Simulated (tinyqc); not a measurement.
Strain-driven roughening and islands of a mismatched epitaxial film: one step, computed by the program tinyqc. Command: `OMP_NUM_THREADS=1 python tinyqc.py 3024023 3024024 out.jsonl island walk`. One thread of a shared host (Intel(R) Xeon(R) Processor @ 2.30GHz), about 0.01 s of CPU time with the checks.

Film and substrate share isotropic elastic constants; the film is coherent and biaxially strained.

Problem. Wetting layer. The surface energy depends on thickness as gamma + (gamma_s - gamma) exp(-h/delta). Its curvature adds W2 = (gamma_s - gamma) exp(-h/delta)/delta^2 to the restoring terms; the flat film is stable while W2 > (1 + nu)^2 w^2/gamma, which gives h_c = delta ln[(gamma_s - gamma) gamma/(delta^2 (1 + nu)^2 w^2)], or 0 if negative.

Inputs (values chosen for the exercise, modelled on Si(0.5)Ge(0.5) on Si): Poisson ratio nu = 0.26; surface energy gamma = 1.16 J/m^2; wetting energy gamma_s - gamma = 0.11 J/m^2; decay length of wetting delta = 0.26 nm.

energy density w = 80.34776 MJ/m^3

Give: wetting-layer thickness h_c.

Solution.

wetting-layer thickness h_c = 1.3561 nm

Layer-by-layer growth up to h_c, then roughening: the Stranski-Krastanov mode.
